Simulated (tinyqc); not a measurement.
# From one set of inputs to another, one input at a time

Model: gas flow in a process chamber: flow regimes, conductance, effective pumping speed, pump-down, outgassing and purge. Computed by tinyqc, a small Python program. Command: `OMP_NUM_THREADS=1 python tinyqc.py 3121296 3121297 out.jsonl pump ladder`. One thread of a shared host (Intel(R) Xeon(R) Processor @ 2.30GHz), about 0.01 s of CPU time with the checks.

Ideal gas, isothermal flow, a pump of constant speed at the end of a round pipe; process gas, volume gas and outgassing are given the same properties. 1 sccm = 101325 Pa x 1e-6 m^3/60 s x T/273.15 K.

The inputs printed are set A. Set A is modelled on nitrogen near room temperature; the values taken over come from a set modelled on oxygen near room temperature. Inputs not listed in the table keep their values of set A, so the rows need not describe a real material.

Inputs (values chosen for the exercise, modelled on nitrogen near room temperature): molar mass M = 28.01 g/mol; molecular diameter = 0.37 nm; viscosity eta = 17.8 micropascal s; temperature T = 300 K; chamber volume V = 38 L; wall area = 0.81 m^2; pipe diameter d = 25 cm; pipe length l = 10 cm; pump speed S = 570 L/s; process gas flow = 180 sccm; outgassing rate after 1 h = 7.5e-06 Pa m^3/(s m^2); outgassing exponent n = 1.1; target base pressure = 0.0002 Pa.

Constants: k_B = 1.380649e-23 J/K; u = 1.6605390666e-27 kg.

Method:
- Mean speed c = sqrt(8 k_B T/(pi m)); aperture conductance C_a = c pi d^2/16; molecular pipe C_m = C_a/(1 + 3 l/(4 d)) (Dushman form); viscous pipe C_v = pi d^4 p_mean/(128 eta l); Knudsen interpolation C = C_v + C_m (1 + x)/(1 + 1.24 x), x = d p_mean sqrt(m/(k_B T))/eta.
- Effective speed 1/S_eff = 1/S + 1/C_m; time constant V/S_eff; pressure at which the free path k_B T/(sqrt2 pi d_m^2 p) equals d.
- Steady flow: the pump inlet is at p_2 = Q/S, and the chamber pressure p_1 solves Q = C((p_1 + p_2)/2) (p_1 - p_2). Residence time = p_1 V/Q.
- Knudsen number = free path at the mean pressure over d.
- From the outgassing limit: t = 1 h x (q_1 A/(S_eff p_target))^(1/n) - 10 s; monolayer time at the target = 1e19 m^-2 x 4 k_B T/(p c) for unit sticking.

Each row keeps all changes above it:
```
input moved                                    from       to  chamber pressure p_1 (Pa)  time to the target (h)  conductance C (L/s)
set A                                             -        -                    0.59513                0.074764                35451
outgassing exponent n                           1.1     0.84                    0.59513                0.032364                35451
outgassing rate after 1 h (Pa m^3/(s m^2))  7.5e-06  8.2e-06                    0.59513                0.036302                35451
pump speed S (L/s)                              570     4100                    0.11802                0.004224                 9124
molar mass M (g/mol)                          28.01       32                    0.11894                0.004499                 8900
pipe length l (cm)                               10      120                    0.27035                0.016361                 1767
chamber volume V (L)                             38       23                    0.27035                0.016361                 1767
process gas flow (sccm)                         180       15                    0.03100                0.016361                 1149
```

Chamber pressure p_1 goes from 0.595 to 0.0310, a factor 0.0521 in all. The largest single move comes from process gas flow (a factor 0.115), and pipe length l works against it (a factor 2.27). Time to the target goes from 0.0748 to 0.0164, a factor 0.219 in all. The largest single move comes from pump speed S (a factor 0.116), and pipe length l works against it (a factor 3.64). Conductance C goes from 35500 to 1150, a factor 0.0324 in all. The largest single move comes from pipe length l (a factor 0.199). The single moves hold for this order of the switches; the total does not depend on the order.

Extremes, crossings and ranges named in words are read from the listed rows.
